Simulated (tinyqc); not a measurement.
What each parameter does: two-node Weyl semimetal on a cubic lattice and its slab.

H = d.s with dx = t sin kx, dy = t sin ky, dz = m (2 - cos kx - cos ky) + M(kz), M = tz (cos k0 - cos kz), k in 1/a. Nodes at (0, 0, +/-k0). Berry curvature of the lower band along z: Omega = d.(dd/dkx x dd/dky)/(2|d|^3), in the sense curl of i<u|grad u>.

Values chosen for the exercise: t = 0.41 eV (hopping in sx and sy); m = 1.16 eV (mass term); tz = 0.37 eV (hopping along z); k0 = 1.98 1/a (position of the nodes); k = (0.59, 0.41, 0.35) 1/a (wave vector).

|E| and Omega at k, the velocity tz sin(k0) and k0/pi.

Results for these values:
```
case,|E| (eV),Omega (a^2),vz (eV a),|sigma_xy| (e^2/(h a))
base,0.3461,-1.2914,0.3395,0.6303
```

What happens to each result for tz = 0.333 eV, all else kept?

Answer: |E| falls from 0.3461 to 0.3196; Omega falls from -1.2914 to -1.5419; vz falls from 0.3395 to 0.3055; |sigma_xy| does not change at the printed digits.

The same for each parameter in turn:
```
case,|E| (eV),Omega (a^2),vz (eV a),|sigma_xy| (e^2/(h a))
base,0.3461,-1.2914,0.3395,0.6303
t = 0.369 eV,0.3237,-1.2778,0.3395,0.6303
m = 1.044 eV,0.3639,-1.0650,0.3395,0.6303
tz = 0.333 eV,0.3196,-1.5419,0.3055,0.6303
k0 = 1.782 1/a,0.3105,-1.6392,0.3618,0.5672
```

The Hall conductivity depends on the separation of the nodes alone, with EF at the nodes and no further nodes.

(tinyqc, `OMP_NUM_THREADS=1 python tinyqc.py 1451929 1451930 out.jsonl`, Intel(R) Xeon(R) Processor @ 2.30GHz, 1 thread, shared host, about 0.2 s.)
